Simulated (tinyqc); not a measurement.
Reflectance at normal incidence against thickness.

Normal incidence on air, film (n1) and substrate (N2 = n2 - i k2): r01 = (1 - n1)/(1 + n1), r12 = (n1 - N2)/(n1 + N2), amplitude (r01 + r12 X)/(1 + r01 r12 X), X = exp(-4 pi i n1 d/lam), R its squared modulus, phase from 0 to 360 degrees.

Parameters, values chosen for the exercise:
```
symbol  value  unit                                  meaning
lam     632.8    nm                               wavelength
n1      1.287                  index of the transparent film
n2      3.882                         index of the substrate
k2      0.019        extinction coefficient of the substrate
```

Results:
```
d (nm)  R (%)  phase of the reflected amplitude (degrees)
0       34.85                                       179.8
31      32.59                                       145.5
94      19.15                                       56.31
125     16.17                                       355.4
156     20.04                                       295.9
188     27.55                                       247.3
219     33.18                                       209.4
250     34.81                                       175.3
```

Estimate the missing row, d = 62 nm.

Computed row:
```
d (nm)  R (%)  phase of the reflected amplitude (degrees)
62      26.51                                       106.7
```

With this row back in the table: R goes from 34.9 through a minimum of 16.2 (at d = 125 nm among the rows listed) to 34.8 %. At a quarter wave, d = 123 nm, R = 16.1 %; for a transparent substrate it would vanish for n1 = sqrt(n2) = 1.97.

Numbers from tinyqc (`OMP_NUM_THREADS=1 python tinyqc.py 2870220 2870221 out.jsonl`; about 0.01 s on one thread of a shared Intel Xeon 2.30GHz).
